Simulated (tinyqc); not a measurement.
Inside a calculation. Model: field-effect mobility of a thin-film transistor with band-tail and deep states (multiple trapping). Computed by tinyqc, a small Python program that keeps every step. Command: `OMP_NUM_THREADS=1 python tinyqc.py 3007941 3007942 out.jsonl tft walk`. One thread of a shared host (Intel(R) Xeon(R) Processor @ 2.30GHz), about 0.05 s of CPU time with the checks. Intermediate numbers are printed to about 5 digits and carried at full precision; extremes and crossings named in words are read from the listed rows.

A thick film in accumulation at small drain voltage. Only free electrons move; trapped ones still screen the gate. N_c and mu_0 are held fixed when T changes, leaving out the T^(3/2) growth of N_c. x = E_0 - psi is the distance of the Fermi level below the band edge.

Inputs (values chosen for the exercise, modelled on amorphous silicon):
```
quantity                                           value         unit
permittivity eps                                    11.8            -
effective density of states N_c                  1.8e+20       1/cm^3
band mobility mu_0                                   8.9   cm^2/(V s)
tail density at the edge g_t                     5.8e+21  1/(eV cm^3)
tail width E_t                                        38          meV
flat-band Fermi level below the edge, E_0           0.44           eV
equivalent oxide thickness t                          46           nm
surface band bending psi_s as a fraction of E_0     0.83            -
temperature T                                        250            K
```

Deep states: none.

Constants: k_B = 8.617333262e-05 eV/K; e = 1.602176634e-19 C; eps_0 = 8.8541878128e-12 F/m.

## Free and trapped densities

F_j(eta) = int_0^infinity x^j/(1 + exp(x - eta)) dx, without a gamma-function factor. Integrals over x = E/(k_B T) use 160 Gauss-Legendre points in u = sqrt(x) from 0 to sqrt(max(eta, 0) + 32). Free n(x) = N_c (2/sqrt(pi)) F_1/2(-x/k_B T), with F_1/2 from its two-term series in exp(-x/k_B T) for x >= 12 k_B T; tail n_t(x) = int_0^1.2eV g_t exp(-E/E_t)/(1 + exp((x - E)/k_B T)) dE, E counted down from the edge, 120 Gauss-Legendre points; space charge rho(psi) = n + n_t less its value at psi = 0.

Local densities at x = 0.4, 0.3, 0.2, 0.15, 0.1, 0.05, 0 and -0.05 eV:
```
x (eV)  n (1/cm^3)  n_t (1/cm^3)  n/(n + n_t)
0.40    1.5546e+12    1.0763e+16   1.4442e-04
0.30    1.6126e+14    1.4934e+17   1.0787e-03
0.20    1.6728e+16    2.0519e+18   8.0862e-03
0.15    1.7032e+17    7.4759e+18   2.2275e-02
0.10    1.7294e+18    2.6112e+19   6.2114e-02
0.05    1.7091e+19    8.0143e+19   1.7577e-01
0.00    1.3773e+20    1.6945e+20   4.4836e-01
-0.05   5.9667e+20    2.1301e+20   7.3692e-01
```

E_t/k_B T = 1.76: deep in the tail n_t follows exp(-x/E_t), more slowly than n, so the free share grows as the Fermi level rises.

## One gate voltage

Poisson: F(psi) = sqrt((2 e/(eps eps_0)) int_0^psi rho dpsi'); V_G - V_FB = psi_s + eps F(psi_s) t/3.9; free sheet density N_f = int (n - n(E_0))/F dpsi; induced sheet density N_i = eps eps_0 F(psi_s)/e; trapezoid rule on 301 even points in psi, the first interval left out of N_f. mu_eff = mu_0 N_f/N_i; field-effect mobility mu_FE = mu_0 e (dN_f/dV_G)/C_ox and swing S = dV_G/dlog10(N_f), by a central difference of +/- 2 mV in psi_s; C_ox = 3.9 eps_0/t.

surface field = 794.23 kV/cm

V_G - V_FB = 11.419 V

free sheet density N_f = 2.0945e+11 1/cm^2

induced sheet density N_i = 5.1792e+12 1/cm^2

effective mobility mu_eff = 0.35992 cm^2/(V s)

field-effect mobility mu_FE = 0.92763 cm^2/(V s)

swing S = 9883.0 mV/decade

4 % of the induced charge is free. mu_FE exceeds mu_eff because the free share is still growing with V_G. The swing is 199.23 times the ideal ln(10) k_B T/e.

## Transfer curve

The formulas are those given above.

Against the band bending:
```
psi_s (V)  V_G - V_FB (V)  N_f (1/cm^2)  mu_eff (cm^2/(V s))  mu_FE (cm^2/(V s))  S (mV/decade)
0.15                0.780    1.8075e+08           5.4474e-03          1.0768e-02            735
0.22                1.866    1.7098e+09           1.9730e-02          4.6147e-02           1622
0.27                3.466    8.8637e+09           5.2680e-02          1.2919e-01           3003
0.32                6.478    4.6559e+10           1.4362e-01          3.6186e-01           5632
0.35                9.440    1.2633e+11           2.6397e-01          6.7499e-01           8192
0.39               15.540    4.7640e+11           5.9733e-01          1.5572e+00          13390
0.42               22.383    1.2605e+12           1.0902e+00          2.8306e+00          19487
0.45               31.774    3.1052e+12           1.8830e+00          4.5822e+00          29646
0.48               44.143    6.6495e+12           2.8928e+00          6.1519e+00          47275
```

The steepest swing among the rows is 735 mV/decade. mu_eff climbs from 0.0054 to 2.9, 33 % of mu_0 in the last row. Between rows 6 and 7 N_f scales as (V_G - V_FB - psi_s)^2.62; an exponential tail holding all the charge would give the larger of 1 and 2 E_t/k_B T - 1, here 2.53, and free charge alone 1. The last row needs an oxide field above 5 MV/cm, near or beyond breakdown.

Checks made by the program: tail integral against adaptive quadrature (relative difference below 1e-10).
